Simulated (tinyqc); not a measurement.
Length of a polyene: Hueckel, PPP and singles CI along the polyenes. Computed by the program tinyqc. 

All-trans chains of carbon centres 1.40 angstrom apart:
```
parameter                               value
beta (eV), times 1 +/- alternation  -2.580000
alternation                          0.050000
W (eV)                              11.160000
gamma_rr (eV)                       11.300000
repulsion formula                          MN
```

Hueckel uses the same beta without repulsion; CIS keeps all single excitations and so misses the low, doubly excited 2Ag state. W is the valence ionisation energy of a centre, MN the Mataga-Nishimoto formula, f the oscillator strength.

Gaps and excitations (eV):
```
centres  Hueckel gap  PPP orbital gap  bright singlet (CIS)       f  lowest triplet (CIS)
2             5.4180          10.8025                8.3757  0.7181                2.4603
4             3.4956           8.2800                5.8897  1.1514                1.5235
6             2.6195           7.0151                4.7281  1.6229                1.1040
8             2.1239           6.2566                4.0438  2.0690                0.8759
10            1.8064           5.7538                3.5923  2.4878                0.7365
```

The Hueckel gap tends to 4 x alternation x |beta| = 0.52 eV for long chains. Exchange opens the PPP orbital gap, and the attraction of electron and hole brings the bright state 2.16 eV below it at 10 centres; the triplet lies 2.86 eV lower still.
